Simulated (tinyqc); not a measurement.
Inside a calculation. Model: geometry relaxation of a small cluster. Computed by tinyqc, a small Python program that keeps every step. Command: `OMP_NUM_THREADS=1 python tinyqc.py 3027822 3027823 out.jsonl relax walk`. One thread of a shared host (Intel(R) Xeon(R) Processor @ 2.30GHz), about 0.02 s of CPU time with the checks. Intermediate numbers are printed to about 6 digits and carried at full precision; extremes and crossings named in words are read from the listed rows.

E = sum_i {sum_j A exp(-p (r_ij/r0 - 1)) - xi sqrt(rho_i)}, rho_i = sum_j exp(-2 q (r_ij/r0 - 1)); the force on i is -sum_j w_ij (R_i - R_j)/r_ij with w_ij = -(2p/r0) A exp(-p (r_ij/r0 - 1)) + (xi q/r0) exp(-2 q (r_ij/r0 - 1)) (rho_i^(-1/2) + rho_j^(-1/2)).

Inputs (values chosen for the exercise, for model atoms):

| quantity | value | unit |
|---|---|---|
| length r0 | 2.33 | angstrom |
| repulsion A | 0.17 | eV |
| hopping xi | 2.28 | eV |
| decay p | 10.9 | - |
| decay q | 2.81 | - |
| step factor eta | 0.018 | angstrom^2/eV |
| largest number of steps | 500 | - |

Potential: Gupta. Method: BFGS.

starting positions (angstrom):
```
            x      y      z
atom 1  -0.01  -0.11   0.05
atom 2   2.06  -0.08  -0.22
atom 3   1.27   1.85   0.09
atom 4    1.2    0.6   1.92
atom 5   1.11   0.49  -1.61
```

## Energy and forces at the start

Evaluate E and the forces at the starting positions.

distances (angstrom): 1-2 2.08775, 1-3 2.34128, 1-4 2.33776, 1-5 2.09045, 2-3 2.10834, 2-4 2.40450, 2-5 1.77750, 3-4 2.21727, 3-5 2.18293, 4-5 3.53286

energy at the start = -17.5832 eV

forces (eV/angstrom):
```
              x        y         z
atom 1  -0.6031   0.7054    1.8116
atom 2   8.2837  -4.7950   11.1619
atom 3  -0.7617  -0.3898    0.8356
atom 4  -0.2113  -0.1260   -2.6248
atom 5  -6.7075   4.6054  -11.1842
```

## The first two steps

BFGS: R(new) = R + B F with the inverse Hessian B = eta 1 at first; with s = R(new) - R, y = F - F(new), rho = 1/(y.s): B(new) = (1 - rho s y^T) B (1 - rho y s^T) + rho s s^T, skipped if y.s is not positive. No atom moves more than 0.3 angstrom a step (the whole step is scaled). Stop when the largest force component is below 1e-5 eV/angstrom.

positions after step 1 (angstrom):
```
               x         y         z
atom 1  -0.02085  -0.09730   0.08261
atom 2   2.20911  -0.16631  -0.01909
atom 3   1.25629   1.84298   0.10504
atom 4   1.19620   0.59773   1.87275
atom 5   0.98926   0.57290  -1.81131
```

energy after step 1 = -19.2325 eV

positions after step 2 (angstrom):
```
              x         y         z
atom 1  0.01424  -0.07467   0.08238
atom 2  2.18383  -0.14957  -0.00928
atom 3  1.24953   1.80617   0.09650
atom 4  1.19460   0.59199   1.83620
atom 5  0.98779   0.57608  -1.77580
```

energy after step 2 = -19.5839 eV

## All steps

The formulas are those given above.

Course of the relaxation:

| step | E (eV) | largest force (eV/angstrom) | force calls |
|---|---|---|---|
| 0 | -17.5832 | 1.11842e+01 | 1 |
| 1 | -19.2325 | 2.79692e+00 | 2 |
| 2 | -19.5839 | 1.97295e+00 | 3 |
| 3 | -19.7126 | 1.06337e+00 | 4 |
| 4 | -19.7474 | 3.56719e-01 | 5 |
| 5 | -19.7664 | 3.04136e-01 | 6 |
| 6 | -19.7752 | 1.95285e-01 | 7 |
| 7 | -19.7778 | 1.19945e-01 | 8 |
| 8 | -19.7797 | 8.57640e-02 | 9 |
| ... | ... | ... | ... |
| 17 | -19.7825 | 8.35476e-04 | 18 |
| 18 | -19.7825 | 9.32931e-04 | 19 |
| 19 | -19.7825 | 7.74615e-04 | 20 |
| 20 | -19.7825 | 5.85431e-04 | 21 |
| 21 | -19.7825 | 4.20111e-04 | 22 |
| 22 | -19.7825 | 1.21052e-04 | 23 |
| 23 | -19.7825 | 2.75127e-05 | 24 |
| 24 | -19.7825 | 1.17492e-05 | 25 |
| 25 | -19.7825 | 6.25251e-06 | 26 |

final positions (angstrom):
```
              x         y         z
atom 1  0.00223  -0.01825   0.10132
atom 2  2.17902  -0.14024  -0.01339
atom 3  1.19675   1.80849   0.05007
atom 4  1.21666   0.53930   1.77788
atom 5  1.03534   0.56069  -1.68588
```

final energy = -19.7825 eV

steps = 25

largest force at the end = 6.25251e-06 eV/angstrom

Converged in 25 steps.

## Curvatures at the end

Hessian at the final positions by central differences of the forces; six eigenvalues vanish (translations and rotations). Steepest descent is stable for eta below 2/lambda_max and contracts the softest mode by 1 - eta lambda_min a step.

non-zero eigenvalues (eV/angstrom^2): 4.8393  4.8393  11.9184  16.0586  16.0586  19.2686  19.2686  36.2882  50.8709

condition number = 10.5121

largest stable eta = 0.0393152 angstrom^2/eV

contraction of the softest mode = 0.912893

All are positive, so the end point is a minimum.

## Four methods from the same start

Steepest descent: R(new) = R + eta F. Conjugate gradient (Polak-Ribiere): d = F + beta d(old), beta = max(0, F.(F - F(old))/|F(old)|^2), d = F at first; step length from one secant, s = eta (F.d)/(F.d - F(R + eta d).d), replaced by eta if that is not positive; R(new) = R + s d. FIRE with unit mass: if F.v > 0, v = (1 - a) v + a |v| F/|F|, and after more than 5 such steps in a row dt = min(1.1 dt, 5 dt0), a = 0.99 a; else v = 0, a = 0.1, and dt = dt/2 (not at the first step). Then v = v + dt F, R(new) = R + dt v. dt0 = sqrt(eta), a = 0.1 at first. In this comparison each method may take up to 1500 steps.

Cost:

| method | steps | force calls | final E (eV) | calls to reach 1e-2 |
|---|---|---|---|---|
| steepest descent | 114 | 115 | -19.7825 | 39 |
| conjugate gradient | 18 | 37 | -19.7825 | 21 |
| BFGS | 25 | 26 | -19.7825 | 15 |
| FIRE | 132 | 133 | -19.7825 | 56 |

In force calls the order is BFGS (26), conjugate gradient (37), steepest descent (115), FIRE (133). All that converged end at the same energy. Near the minimum steepest descent multiplies the slowest mode by 0.913 in size a step, 25 steps a decade of force, at a condition number of 10.5. On this problem it beats FIRE in force calls.

Checks made by the program: forces against finite differences of E (relative difference 1e-09).
